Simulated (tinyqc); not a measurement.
# CMOS inverter, nodal equation and switching, step by step

Program tinyqc, `OMP_NUM_THREADS=1 python tinyqc.py 2340127 2340128 out.jsonl`; Intel Xeon 2.30GHz, shared host, one thread, about 0.06 s. Printed values are rounded.

An n-channel pull-down (bn, VTn) and a p-channel pull-up (bp, VTp) share the input Vin and the output node Vout, which carries the load C. Transistor (EKV form, voltages against the body): I = 2 n b Vt^2 [F(vp - Vs) - F(vp - Vd)] from drain to source, F(v) = ln^2(1 + exp(v/(2 Vt))), vp = (Vg - VT + sg |Vd - Vs|)/n. n-channel bodies are at 0; for the p-channel device all voltages are counted down from Vdd. b in uA/V^2 gives I in uA. Static: In = Ip. Transient: C dVout/dt = Ip - In. No velocity saturation, no gate capacitance beyond C.

Inputs (values chosen for the exercise): temperature T = 400 K; supply voltage Vdd = 0.6 V; slope factor n = 1.19; drain-induced barrier lowering sg = 0.029; n-channel threshold VTn = 0.32 V; p-channel threshold (magnitude) VTp = 0.44 V; gain factor of the pull-down transistor bn = 680 uA/V^2; gain factor of the pull-up transistor bp = 200 uA/V^2; load capacitance C = 0.24 fF; input voltage Vin = 0.34 V; time step dt = 0.7 ps.

Constants: q = 1.602176634e-19 C, kB = 1.380649e-23 J/K, Vt = kB T/q. Results are converted to the units shown.

## Iteration 1: output voltage by Newton steps

Vout at the start = 0.3 V

f = In - Ip at (Vin, Vout); G = df/dVout by a central difference with +/- 1e-6 V; Vout(new) = Vout - f/G, the step limited to +/- 0.1 V.

In = 1.49960 uA
Ip = 0.00771748 uA
G = 0.727262 uS
Vout after iteration 1 = 0.2 V

## Iteration 2: output voltage by Newton steps

As before.

In = 1.42100 uA
Ip = 0.00825093 uA
G = 0.959874 uS
Vout after iteration 2 = 0.1 V

## Course of the iteration: output voltage by Newton steps

Stop when Vout changes by less than 1e-9 V, or after 30 iterations.

Course of the iteration:
```
iteration      Vout (V)  |change| (V)
1                   0.2         0.100
2                   0.1         0.100
3          -2.77556e-17         0.100
4            3.66277e-4       3.66e-4
5            3.67320e-4       1.04e-6
6            3.67320e-4      8.41e-12
```

Converged in 6 iterations. At the end the number of correct digits about doubles with each step.

## Transfer curve

Vin, point 0 to 10 (V): [0, 0.06, 0.12, 0.18, 0.24, 0.3, 0.36, 0.42, 0.48, 0.54, 0.6]

For each Vin solve In = Ip; gain = dVout/dVin.

Vout, point 0 to 10 (V): [0.599961, 0.599736, 0.597914, 0.577121, 0.020903, 0.001657, 0.000178, 0.000023, 0.000003, 0.000001, 0.000000]
supply current, point 0 to 10 (uA): [0.0011731, 0.0049339, 0.020189, 0.077649, 0.081817, 0.023150, 0.0059454, 0.0014514, 3.4504e-4, 8.0937e-5, 1.8861e-5]
gain, point 0 to 10: [-0.0012, -0.0087, -0.0755, -1.0960, -1.0508, -0.0642, -0.0064, -0.0008, -0.0001, 0.0000, 0.0000]

The switching point Vin = Vout lies at 0.2128 V, with a gain of -32.4. The current peaks at 0.0818 uA among the points, against 0.0012 and 1.9e-5 uA of leakage at the ends.

## Switching point and noise margins

VM solves In = Ip with Vin = Vout. VIL and VIH are the inputs at which the gain is -1; NML = VIL - Vout(VIH), NMH = Vout(VIL) - VIH.

VM = 0.21280 V
gain at VM = -32.362
VIL = 0.17847 V
VIH = 0.24079 V
NML = 0.15838 V
NMH = 0.33793 V

VM lies 87 mV below Vdd/2, and the high margin is the larger one. With both transistors saturated the size of the gain tends to 1/sg = 34.5; here it is 6.2 % below that.

## Step 1: one time step of the falling output

Vout at t = 0 = 0.6 V

The input steps to Vdd at t = 0; I = In - Ip. Trapezoidal rule: V(new) = V - (dt/C)[I(V) + I(V(new))]/2, solved for V(new); 1 ps uA/fF = 1 mV.

I(V) = 25.6384 uA
I(V(new)) = 25.2801 uA
Vout after step 1 = 0.525744 V

## Step 2: one time step of the falling output

As before.

I(V) = 25.2801 uA
I(V(new)) = 24.9262 uA
Vout after step 2 = 0.452526 V

## Delays and energy

For a step input the delay to Vdd/2 is tHL = C times the integral of dV/(In - Ip) from Vdd/2 to Vdd at Vin = Vdd, and tLH likewise with Ip - In from 0 to Vdd/2 at Vin = 0. Energy drawn for one full cycle of the output: C Vdd^2. Leakage power: Vdd times the mean of the supply currents at Vin = 0 and Vdd.

tHL = 2.89401 ps
tLH = 25.7650 ps
energy = 0.0864 fJ
leakage power = 0.357586 nW

Time steps as above cross Vdd/2 at 2.90 ps by linear interpolation, 0.091 % above tHL. tLH/tHL = 8.90, with bn/bp = 3.40.
